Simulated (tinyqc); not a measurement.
Chemical shift by three methods: effective-mass impurity with a central-cell term, in a basis of Slater functions. Computed by tinyqc, a small Python program. Command: `OMP_NUM_THREADS=1 python tinyqc.py 3028508 3028509 out.jsonl centralcell walk`. One thread of a shared host (Intel(R) Xeon(R) Processor @ 2.30GHz), about 0.01 s of CPU time with the checks.

The envelope obeys H = -nabla^2 - (2/r) [Z + A exp(-kappa r)] in effective units, with kappa = a*/lambda; positive A deepens the well near the core.

Inputs (values chosen for the exercise, for a model semiconductor):
```
quantity                   value      unit
effective mass m            1.14       m_0
dielectric constant eps     9.77         -
charge Z of the core           1         -
central-cell strength A      1.4         -
central-cell range lambda    1.4  angstrom
```

Impurity: acceptor, one isotropic band.

Constants: Ry = 13.605693123 eV; a_0 = 0.529177210903 angstrom.

Method:
- Units: Ry* = Ry m/eps^2 and a* = a_0 eps/m, with m in m_0.
- kappa = a*/lambda; the hydrogenic ground state is bound by Z^2 Ry*.
- For s functions exp(-zeta r), with s = zeta_i + zeta_j: S = 2/s^3, T = zeta_i zeta_j S, V = -2 Z/s^2, W = -2 A/(s + kappa)^2; each function is normalised by dividing by sqrt(S_ii S_jj).
- Large basis: zeta_i = 0.06 x 1.6^(i-1), i = 1..22, same formulas; for p functions r exp(-zeta r): S = 24/s^5, T = zeta_i zeta_j S (centrifugal term included), V = -12 Z/s^4, W = -12 A/(s + kappa)^4; overlap eigenvalues below 1e-11 are dropped.
- First order: shift = 8 A Z^3/(2 Z + kappa)^2 Ry*. One exponent: minimise zeta^2 - 2 Z zeta - 8 A zeta^3/(2 zeta + kappa)^2 by golden section on 0.2 to 6 Z. All shifts are the binding beyond Z^2 Ry*.

kappa = 3.23939 1/a*

Ry* = 162.494 meV

hydrogenic binding energy = 162.494 meV

Shift of the 1s binding energy (meV):
```
A      first order  one exponent  large basis
-1.40      -66.297        -43.62       -40.72
-0.70      -33.148        -26.34       -25.42
0.14         6.630          6.98         7.03
0.35        16.574         18.96        19.27
0.70        33.148         44.02        45.32
1.40        66.297        123.37       128.56
1.75        82.871        184.80       192.39
```

What follows from these numbers?

The three columns are ordered, first order <= one exponent <= large basis, since each is a variational bound with more freedom. At the largest attractive A first order gives 43 % and one exponent 96 % of the shift; at the most repulsive A the true shift is -40.724 meV against -66.297. Attraction pulls the envelope in and feeds itself, repulsion pushes it out and saturates. Caution: the effective Bohr radius is only a few bond lengths, so the envelope approximation is rough.

Extremes, crossings and ranges named in words are read from the listed rows.
